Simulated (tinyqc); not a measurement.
Quasi-harmonic thermal expansion with mode Grueneisen parameters: one step, computed by the program tinyqc.

A crystal with two atoms a cell; per atom there are 1 transverse acoustic (TA), 1/2 longitudinal acoustic (LA) and 3/2 optical (O) modes. Every frequency of group i scales as nu_i (V/V0)^(-gamma_i). Each group has one frequency. Static energy: E = (9 V0 B0/16) [y^3 B' + y^2 (2 - 4 y)], y = (V0/V)^(2/3) - 1, with pressure P_s = (3 B0/2) (z^7 - z^5) [1 + (3/4)(B' - 4)(z^2 - 1)], z = (V0/V)^(1/3).

Task: Grueneisen's estimate. gamma_th = sum gamma_i C_i / sum C_i; volume expansion coefficient alpha_V = gamma_th C k_B/(B0 V0); linear coefficient alpha_V/3; first-order volume change P_ph/B0.

Inputs (values chosen for the exercise, for a model crystal): static volume V0 = 19.1 angstrom^3/atom; static bulk modulus B0 = 63.7 GPa; temperature T = 50 K.

Acoustic groups: Einstein.

Groups:
```
group  h nu_i/(k_B T)  U_i (meV)  C_i (k_B)  gamma_i C_i (k_B)
TA           1.986887   5.640835  0.7270314          0.8724376
LA           3.205894   3.744975  0.2262021          0.1854858
O            5.663107   18.42784  0.1681766          0.1513589
```

phonon pressure at V0 = 0.2216619 GPa

Constants: k_B = 8.617333262e-05 eV/K; 1 eV/angstrom^3 = 160.2176634 GPa.

Give: heat capacity C at V0; gamma_th at V0; linear expansion, Grueneisen estimate; first-order volume change.

Result:

heat capacity C at V0 = 1.121 k_B/atom

gamma_th at V0 = 1.078

linear expansion, Grueneisen estimate = 4.574 ppm/K

first-order volume change = 0.3480 %
